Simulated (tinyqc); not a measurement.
X-ray photoelectron analysis of a thin oxide on a semiconductor: attenuation lengths, thickness, angle series and band offsets: one step, computed by the program tinyqc. Command: `OMP_NUM_THREADS=1 python tinyqc.py 3113705 3113706 out.jsonl xps walk`. One thread of a shared host (Intel(R) Xeon(R) Processor @ 2.30GHz), about 0.01 s of CPU time with the checks.

The same element is seen in the oxide and in the substrate, at nearly the same kinetic energy; films are flat and uniform, and the work function is ignored.

Problem. Inelastic mean free paths. TPP-2M: lambda = E/(E_p^2 [b ln(c E) - C/E + D/E^2]) in angstrom, E_p = 28.8 sqrt(N_v rho/M), b = -0.10 + 0.944/sqrt(E_p^2 + E_g^2) + 0.069 rho^0.1, c = 0.191/sqrt(rho), U = N_v rho/M, C = 1.97 - 0.91 U, D = 53.4 - 20.8 U, with E = photon energy less binding energy in eV. Attenuation length L = factor x lambda.

Inputs (values chosen for the exercise, modelled on SiO2 on silicon):
```
quantity,value,unit
photon energy,1486.6,eV
binding energy of the core level,99.4,eV
oxide density,2.19,g/cm^3
oxide formula mass,60.08,g/mol
valence electrons per oxide formula,16,-
oxide gap,8.73,eV
substrate density,2.33,g/cm^3
substrate formula mass,28.09,g/mol
valence electrons per substrate formula,4,-
substrate gap,1.12,eV
attenuation length over inelastic mean free path,0.94,-
```

Give: kinetic energy E; the table «Terms» with the columns E_p (eV), b, c, lambda (nm), for layer = oxide, substrate; L in the oxide; L in the substrate.

Solution.

kinetic energy E = 1387.2 eV

Terms:
```
layer,E_p (eV),b,c,lambda (nm)
oxide,21.99,0.01452,0.1291,3.859
substrate,16.59,0.03187,0.1251,3.090
```

L in the oxide = 3.628 nm

L in the substrate = 2.904 nm
